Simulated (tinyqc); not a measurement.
Front-illuminated p-i-n photodiode, quantum efficiency and bandwidth: one step of the calculation.

Light enters through a p layer (0 to xp), a depleted layer (xp to xp + wi) and a thick n substrate, decaying as exp(-al x); one pass, no back reflection. Carriers made in the depleted layer are all collected; those in the neutral layers diffuse.

Task. Response at one frequency. Drift response for pairs made in the depleted layer, a = al wi, g = 1 - exp(-a), u = 2 pi i f, te = wi/ve, th = wi/vh: electrons He = [g - a (exp(-a) - exp(-u te))/(u te - a)]/(u te g), holes Hh = [g - a (1 - exp(-a - u th))/(a + u th)]/(u th g); C = eps0 eps_r pi (dia/2)^2/wi + Cp; total |He + Hh|/sqrt(1 + (2 pi f RL C)^2), for the current of the depleted layer alone.

Values chosen for this exercise; values close to those of silicon at this wavelength: absorption coefficient al = 3430 1/cm; relative permittivity eps_r = 11.2; thickness of the depleted layer wi = 3.4 um; electron drift velocity ve = 1e7 cm/s; hole drift velocity vh = 7.21e6 cm/s; diameter dia = 18 um; load resistance RL = 50 ohm; parasitic capacitance Cp = 70 fF; modulation frequency f = 4.9 GHz.

Constants: eps0 = 8.8541878128e-14 F/cm where lengths are in cm. Results are converted to the units shown.

Find: te; th; He; Hh; |He + Hh|; C; total response.

Result.

te = 34.00 ps
th = 47.16 ps
He = 0.5351-0.2130i
Hh = 0.3490-0.1598i
|He + Hh| = 0.9595
C = 77.42 fF
total response = 0.9528

The drift response alone falls to 1/sqrt(2) at 14.2 GHz and the RC term alone at 41.1 GHz; together they give 13.1 GHz.

Numbers from tinyqc (`OMP_NUM_THREADS=1 python tinyqc.py 2250023 2250024 out.jsonl`; about 0.01 s on one thread of a shared Intel Xeon 2.30GHz).
